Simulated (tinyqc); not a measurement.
How far the derived k.p bands hold: k.p values derived from sp3s* tight binding at Gamma.

sp3s* tight binding, nearest neighbours only: anion (a) at 0, cation (c) at a/4 (1,1,1), orbitals s, px, py, pz, s* on each; k in units of 2 pi/a. With phases e_j = exp(i (pi/2) k.n_j) for n = (1,1,1), (1,-1,-1), (-1,1,-1), (-1,-1,1): g0 = (e1+e2+e3+e4)/4, g1 = (e1+e2-e3-e4)/4, g2 = (e1-e2+e3-e4)/4, g3 = (e1-e2-e3+e4)/4. The diagonal holds the levels Esa, Epa, Exa (s*) and Esc, Epc, Exc. Anion-cation block: <sa|sc> = Vss g0; <sa|xc> = Vsapc g1; <xa|sc> = -Vscpa g1; <xa|xc> = Vxx g0; <xa|yc> = <ya|xc> = Vxy g3, <xa|zc> = <za|xc> = Vxy g2, <ya|zc> = <za|yc> = Vxy g1; <s*a|xc> = Vxapc g1; <xa|s*c> = -Vpaxc g1; y and z take g2 and g3 in place of g1; s-s* and s*-s* vanish.

Constants: hbar^2/2m0 = 3.80998211 eV angstrom^2.

Inputs chosen for the exercise (near a published set for GaAs, fitted to gaps, whose masses and valley positions are rough; the results hold for these values, not for the real material): a = 5.651 angstrom (lattice constant); Esa = -8.288 eV (s level of the anion); Epa = 1.037 eV (p level of the anion); Esc = -2.677 eV (s level of the cation); Epc = 3.678 eV (p level of the cation); Exa = 8.651 eV (s* level of the anion); Exc = 6.727 eV (s* level of the cation); Vss = -6.43 eV (s-s); Vxx = 1.956 eV (px-px); Vxy = 5.058 eV (px-py); Vsapc = 4.502 eV (s anion, p cation); Vscpa = 5.781 eV (s cation, p anion); Vxapc = 4.803 eV (s* anion, p cation); Vpaxc = 4.775 eV (p anion, s* cation).

Couplings:

| pair | P (eV angstrom) | E(first) - E(second) (eV) |
|---|---|---|
| S+ to P- | -7.66868 | 1.53540 |
| S+ to P+ | -0.13017 | -3.18462 |
| S- to P- | 1.45327 | -12.49538 |
| s*a to P- | -3.18435 | 8.65351 |
| s*c to P- | 5.95691 | 6.72951 |

mass = 0.11754 m0

L, M, N (eV angstrom^2): -42.9597  -9.2001  -47.0285

Along [100]: level 5 and level 2 of the full matrix against parabolas c k^2/m and L k^2, and against the two-level form that keeps S+ and the x state of P- exactly, [[EG + (c/m - P^2/EG) k^2, P k], [P k, (L + P^2/EG) k^2]]. Energies from Ev.

Levels (eV):

| k (1/angstrom) | c: full | c: parabola | c: two-level | v: full | v: parabola | v: two-level |
|---|---|---|---|---|---|---|
| 0.02 | 1.5482 | 1.5484 | 1.5482 | -0.0170 | -0.0172 | -0.0170 |
| 0.04 | 1.5849 | 1.5873 | 1.5851 | -0.0664 | -0.0687 | -0.0665 |
| 0.06 | 1.6411 | 1.6521 | 1.6419 | -0.1437 | -0.1547 | -0.1444 |
| 0.12 | 1.8759 | 2.0022 | 1.8846 | -0.4923 | -0.6186 | -0.5010 |
| 0.16 | 2.0494 | 2.3652 | 2.0718 | -0.7839 | -1.0998 | -0.8064 |
| 0.20 | 2.2161 | 2.8320 | 2.2611 | -1.1017 | -1.7184 | -1.1475 |
| 0.30 | 2.5544 | 4.4528 | 2.7016 | -1.9567 | -3.8664 | -2.1152 |

Give the missing row, k (1/angstrom) = 0.09.

Computed row:
```
k (1/angstrom)  c: full  c: parabola  c: two-level  v: full  v: parabola  v: two-level
0.09             1.7504       1.7980        1.7536  -0.3004      -0.3480       -0.3036
```

The conduction parabola stays within 10 meV up to k = 0.04 and the two-level form up to 0.12; for the light valence band, 0.04 and 0.12 (1/angstrom, among these rows; a dash would mean not even the first). At 0.2 the errors are +616 and +45 meV for the conduction band. Keeping the strongest coupling exactly removes most of that error; the rest comes from higher bands and from the lattice.

Computed by tinyqc, a small Python program: `OMP_NUM_THREADS=1 python tinyqc.py 1452502 1452503 out.jsonl` (the numbers bound the seed that draws the inputs); one thread of a shared host (Intel(R) Xeon(R) Processor @ 2.30GHz), about 0.01 s for the whole set of steps.
